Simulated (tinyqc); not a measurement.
Width of the inclusion: polytypes by hexagonality, and a cubic inclusion as a quantum well.

Gap: E3 + (E2 - E3) h. Valence top Ev2 h and polarisation P2 h, both counted from 3C; Ec = Ev + gap.

A cubic inclusion of width L = N d in the host (h = 1) is a well of depth V = Ec(host) - Ec(3C). Square well with mass mismatch: k tan(k L/2) = (m_w/m_b) q, k = sqrt(m_w E/c), q = sqrt(m_b (V - E)/c), c = hbar^2/2m0, lowest root. The depth of the level, V - E, is its binding, and the transition to the valence top of the host is gap(host) - (V - E). The step in polarisation gives a field |F| = |P|/(eps eps0) in a thin inclusion, eps0 = 8.8541878e-12 F/m.

Constants: hbar^2/2m0 = 3.80998211 eV angstrom^2.

Inputs chosen for the exercise (of the order of those of GaN; shifted at random, so the results belong to these values and not to a real crystal):
```
symbol  value           unit      meaning
E3      3.305           eV        gap of the cubic polytype
E2      3.493           eV        gap of 2H
Ev2     0.053           eV        valence top of 2H above that of 3C
P2      -0.0207         C/m^2     spontaneous polarisation of 2H
m       (0.197, 0.204)  m0        electron mass along c in the cubic layer and in the host
d       2.592           angstrom  thickness of a double layer
eps     9.5                       dielectric constant
```

Without the field: square well. With it, the potential inside is |F| (z - L/2), the host conduction edge lies at V - |F| L/2 on one side and V + |F| L/2 on the other, and the lowest level E_F is found by finite differences (step 0.25 angstrom, wide box, good to about 1 meV). Holes sit in the host on the high side, so the transition is gap(host) - V + E_F - |F| L/2. A dash: bound by less than 2 meV or not at all.

Results:
```
N,L (angstrom),depth (eV),transition (eV),"depth below the low side, with field (eV)",transition with field (eV)
1,2.59,0.005,3.488,-,-
2,5.18,0.019,3.474,-,-
3,7.78,0.037,3.456,-,-
4,10.37,0.058,3.435,-,-
6,15.55,0.096,3.397,-,-
8,20.74,0.126,3.367,-,-
12,31.10,0.166,3.327,-,-
```

How do the results move, and what explains it?

The square well binds a level even at N = 1 (5 meV), as any symmetric one-dimensional well does; the depth grows to 166 of 241 meV, and the transition tends to E3 - Ev(host) = 3.252 eV. With the field no row is bound by 2 meV or more: the low side of the host takes, or all but takes, the electron. Free carriers or surface charge screen the field and the step between the two sides; with the field removed every row returns to its square-well depth, and the attraction to the hole, left out here, binds the electron further.

(tinyqc, `OMP_NUM_THREADS=1 python tinyqc.py 1880762 1880763 out.jsonl`, Intel(R) Xeon(R) Processor @ 2.30GHz, 1 thread, shared host, about 0.05 s.)
